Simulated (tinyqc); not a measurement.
# Thermal resistances of a two-die stack

Question. Heat leaves through the lower die only, and the system is linear. Find the resistance R1 from the lower die to the coolant, R2 between the dies, and the rise of the upper die when both are powered.

Parameters, values chosen for the exercise:
```
symbol  value  unit                 meaning
P1         13     W  power of the lower die
P2         12     W  power of the upper die
```

rises of the lower and upper die with only the lower one powered (K): 10.27  10.27
rises of the lower and upper die with only the upper one powered (K): 9.48  14.52

Answer. With only the lower die powered no heat crosses R2, so both dies rise by P1 R1; the difference in the second test is P2 R2; rises add.

R1 = 0.790 K/W
R2 = 0.420 K/W
rise of the upper die = 24.8 K

Program tinyqc, `OMP_NUM_THREADS=1 python tinyqc.py 2162157 2162158 out.jsonl`; Intel Xeon 2.30GHz, shared host, one thread, about 0.02 s.
